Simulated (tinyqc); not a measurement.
Undoped symmetric double-gate MOSFET, analytic potential model: two steps of the calculation.

An undoped body of thickness ts between two equal insulators and tied gates; long channel, electrons only, n = ni exp((psi - V)/Vt) with V the quasi-Fermi potential (0 at the source, Vd at the drain), constant mobility, no quantisation. Across the body psi(x) = V - 2 Vt ln[(ts/(2 beta)) sqrt(q ni/(2 eps0 eps_r Vt)) cos(2 beta x/ts)], x from the centre. Q is the electron charge per area of the whole body.

Inputs (values chosen for the exercise); material values close to those of silicon:
- T = 300 K (temperature)
- Eg = 1.13 eV (band gap)
- eps_r = 11.7 (relative permittivity of the semiconductor)
- Nc = 2.8e19 cm^-3 (conduction-band density of states at T)
- Nv = 2.64e19 cm^-3 (valence-band density of states at T)
- eox = 7.48 (relative permittivity of the gate insulator)
- tox = 4.6 nm (insulator thickness)
- ts = 8 nm (body thickness)
- dphi = 0.11 V (gate work function less that of the intrinsic body)

Constants: q = 1.602176634e-19 C, kB = 1.380649e-23 J/K, Vt = kB T/q, eps0 = 8.8541878128e-14 F/cm where lengths are in cm. Results are converted to the units shown.

Problem 1. Constants of the body. ni = sqrt(Nc Nv) exp(-Eg/(2 Vt)), Eg in volts; r = eps_r tox/(eox ts); V0 = dphi + 2 Vt ln[(2/ts) sqrt(2 eps0 eps_r Vt/(q ni))].

Give: ni; r; V0.

Solution 1.

ni = 8.7659e9 cm^-3
r = 0.89940
V0 = 0.60867 V

Problem 2. Potential and electron density across the body at the source. psi(x) as above with V = 0 and beta = beta_s; n = ni exp(psi/Vt).

x/ts, point 0 to 6: [0, 0.1, 0.2, 0.3, 0.4, 0.45, 0.5]
beta_s = 1.1679440
ni = 8.7659448e9 cm^-3

Wanted: psi; n.

Solution 2.

psi, point 0 to 6 (V): [0.50669, 0.50812, 0.51255, 0.52059, 0.53360, 0.54289, 0.55511]
n, point 0 to 6 (cm^-3): [2.8502e18, 3.0115e18, 3.5754e18, 4.8785e18, 8.0688e18, 1.1559e19, 1.8544e19]

The density at the surface is 6.51 times that at the centre (1/cos^2 beta). It reaches 0.66 Nc, where Boltzmann statistics overestimate it.

Numbers from tinyqc (`OMP_NUM_THREADS=1 python tinyqc.py 2440031 2440032 out.jsonl`; about 0.01 s on one thread of a shared Intel Xeon 2.30GHz).
